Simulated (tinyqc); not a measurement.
Resistance of a tapered via with liner, size effect and interface: two steps of the calculation.

A round via whose diameter grows from db at the bottom as D(z) = db + 2 z/tan(ang). The fill, of diameter D - 2 tl, starts above the bottom liner (thickness fb tl) and has rho = rho0 (1 + ks lam/(D - 2 tl)); the sidewall liner conducts in parallel with it. The bottom liner and the interface are crossed over the full area pi db^2/4. Spreading in the lines above and below is left out.

Parameters, values chosen for the exercise; fill metal close to copper: diameter at the bottom db = 25 nm; height hv = 87 nm; sidewall angle ang = 87 degrees; bulk resistivity of the fill rho0 = 1.72 uohm cm; mean free path of the fill lam = 40.9 nm; size-effect factor ks = 1; liner on the sidewall tl = 2 nm; liner at the bottom over that on the sidewall fb = 1; resistivity of the liner rl = 310 uohm cm; interface resistivity at the bottom ri = 6.7e-13 ohm cm^2; ballistic conductance per area, about 3/(4 rho0 lam) Sb = 1.1e15 S/m^2.

Task 1. Slices of the via. Slices between z0 = fb tl and hv, evaluated at their midpoints: conductance per length pi/4 [(D - 2 tl)^2/rho + (D^2 - (D - 2 tl)^2)/rl], slice resistance = slice height over that. 10 slices.

Find: z; D; rho; slice resistance.

Result 1.

```
slice	z (nm)	D (nm)	rho (uohm cm)	slice resistance (ohm)
0	6.250	25.66	4.969	1.139
1	14.75	26.55	4.840	1.024
2	23.25	27.44	4.722	0.9251
3	31.75	28.33	4.612	0.8388
4	40.25	29.22	4.510	0.7636
5	48.75	30.11	4.414	0.6975
6	57.25	31.00	4.325	0.6393
7	65.75	31.89	4.242	0.5877
8	74.25	32.78	4.164	0.5418
9	82.75	33.67	4.091	0.5009
```

Task 2. Total resistance. R_fill = sum of the slices; R_bottom = rl fb tl/(pi db^2/4); R_interface = ri/(pi db^2/4); ballistic (Sharvin) limit 1/(Sb pi (db - 2 tl)^2/4); ideal cylinder rho0 hv/(pi db^2/4).

slice resistance, slice 0 to 9 (ohm): 1.1393046  1.0243305  0.92506116  0.83884973  0.76357265  0.69751214  0.63926793  0.58769049  0.54182974  0.50089561

Wanted: parts; R; shares; ballistic limit; ideal cylinder.

Result 2.

parts (ohm): fill 7.6583, bottom liner 12.631, interface 0.13649
R = 20.425 ohm
shares (%): fill 37.494, bottom liner 61.838, interface 0.668
ballistic limit = 2.6247 ohm
ideal cylinder = 3.0484 ohm

The bottom liner is the largest part, and R is 6.70 times the ideal cylinder. With 2000 slices R = 20.429 ohm.

tinyqc, about 0.01 s, one thread, Intel Xeon 2.30GHz (shared host): `OMP_NUM_THREADS=1 python tinyqc.py 2750055 2750056 out.jsonl`
